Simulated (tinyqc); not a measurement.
From results back to parameters: trap in a gate oxide as a short-range spherical well. Three cases, with inputs chosen for the exercise.

Problem. In strong inversion a gate step dV falls across the oxide, so a trap at depth x moves by -e dV x/tox against EF and d ln(tau_c/tau_e)/dV = -x/(tox kB T/e). The slope was computed from a hidden depth.

Constants: kB = 8.617333262e-05 eV/K.

Case 1.

Values chosen (out of a larger set: near those of Al2O3 on GaAs; not measured data): tox = 20 angstrom (oxide thickness); T = 200 K (temperature).

slope = -20.3079 1/V

Case 2.

Values chosen (out of a larger set: near those of Al2O3 on GaAs; not measured data): tox = 32 angstrom (oxide thickness); T = 200 K (temperature).

slope = -21.7585 1/V

Case 3.

Values chosen (out of a larger set: near those of SiO2 on 4H SiC; not measured data): tox = 24 angstrom (oxide thickness); T = 300 K (temperature).

slope = -9.6704 1/V

Find: x/tox; x.

Solution. x/tox = -slope kB T/e.

Case 1.

x/tox = 0.350
x = 7.0 angstrom

Case 2.

x/tox = 0.375
x = 12.0 angstrom

Case 3.

x/tox = 0.250
x = 6.0 angstrom

Computed by tinyqc, one run a case: `OMP_NUM_THREADS=1 python tinyqc.py N N+1 out.jsonl` with N = 1280827, 1280869, 1281156; one thread of a shared Intel(R) Xeon(R) Processor @ 2.30GHz, about 0.01 s a run at most.
